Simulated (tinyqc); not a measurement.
# Modulation-doped quantum well, Poisson-Schroedinger loop: mixing schemes compared

A well of width L centred at z = 0 between barriers Vb; effective-mass electrons, parabolic bands. The electrons come from donor sheets outside the mesh, a share fL of Ns on the left and the rest on the right, so the structure is neutral. Energies are counted from the band edge of the well, with U = 0 on the first node in the Hartree part.

V0 = 0 in the well and Vb outside, plus q Fz z (1 kV/cm = 1e-4 eV/nm).

Tridiagonal Hamiltonian with psi = 0 one step beyond both ends: H_ii = C (1/m_(i-1/2) + 1/m_(i+1/2))/hz^2 + V0_i + U_i, H_(i,i+1) = -C/(m_(i+1/2) hz^2), C = hbar^2/(2 m0). The lowest 2 level(s) are kept, normalised to hz sum |psi|^2 = 1.

Level k holds N_k = D_k Vt ln(1 + exp((EF - E_k)/Vt)) with D = md m0 q/(pi hbar^2) per eV (spin included); EF is fixed by sum N_k = Ns.

n_i = sum_k N_k |psi_k|^2 (converted to cm^-3). Hartree part by Gauss: on the interval after node i the enclosed sheet charge is S_i = fL Ns - hz sum_(j<=i) n_j, and U_(i+1) = U_i + q S_i hz/(eps0 eps_r) in eV, U_1 = 0. Mixing: U(new) = U + a (U(out) - U).

Rounds from U = 0 until the largest |U(out) - U| is below 1e-7 eV (the round that meets it is counted). Anderson mixing of depth m keeps the last m inputs V and residuals F = V(out) - V(in), fits c by least squares to F = dF c over their successive differences dF, dV, and sets V(new) = V + a F - (dV + a dF) c.

Parameters, values chosen for the exercise; material values close to those of In0.53Ga0.47As in InP:
```
symbol,value,unit,meaning
T,4.2,K,temperature
md,0.0399,m0,in-plane mass
Vb,0.251,eV,barrier height
eps_r,13.9,,relative permittivity (all layers)
L,11,nm,well width
hz,1.1,nm,mesh step
Ns,2.1e12,cm^-2,sheet density of electrons
fL,0,,share of the donors on the left side
Fz,0,kV/cm,applied field along z
```

Constants: q = 1.602176634e-19 C, kB = 1.380649e-23 J/K, hbar = 1.054571817e-34 J s, m0 = 9.1093837015e-31 kg, Vt = kB T/q, eps0 = 8.8541878128e-14 F/cm where lengths are in cm, hbar^2/(2 m0) = 0.0380998212 eV nm^2. Results are converted to the units shown.

| node | z (nm) |
|---|---|
| 1 | -10.45 |
| 2 | -9.35 |
| 3 | -8.25 |
| 4 | -7.15 |
| 5 | -6.05 |
| 6 | -4.95 |
| 7 | -3.85 |
| 8 | -2.75 |
| 9 | -1.65 |
| 10 | -0.55 |
| 11 | 0.55 |
| 12 | 1.65 |
| 13 | 2.75 |
| 14 | 3.85 |
| 15 | 4.95 |
| 16 | 6.05 |
| 17 | 7.15 |
| 18 | 8.25 |
| 19 | 9.35 |
| 20 | 10.45 |

mass on the intervals 1/2, 3/2, ... (mean of both at an interface) (m0): [0.0811, 0.0811, 0.0811, 0.0811, 0.0811, 0.06155, 0.042, 0.042, 0.042, 0.042, 0.042, 0.042, 0.042, 0.042, 0.042, 0.06155, 0.0811, 0.0811, 0.0811, 0.0811, 0.0811]

Rounds needed:

| a | depth m | rounds |
|---|---|---|
| 1 | plain | 19 |
| 0.8 | plain | 10 |
| 0.6 | plain | 16 |
| 0.4 | plain | 28 |
| 0.2 | plain | 63 |
| 0.1 | plain | 132 |
| 0.5 | 2 | 12 |
| 0.5 | 4 | 10 |
| 0.5 | 8 | 9 |

What does the table show?

Among the plain runs a = 0.8 is fastest, with 10 rounds; larger factors overshoot and smaller ones creep. Anderson mixing needs 9 to 12 rounds.

Numbers from tinyqc (`OMP_NUM_THREADS=1 python tinyqc.py 2140114 2140115 out.jsonl`; about 0.3 s on one thread of a shared Intel Xeon 2.30GHz).
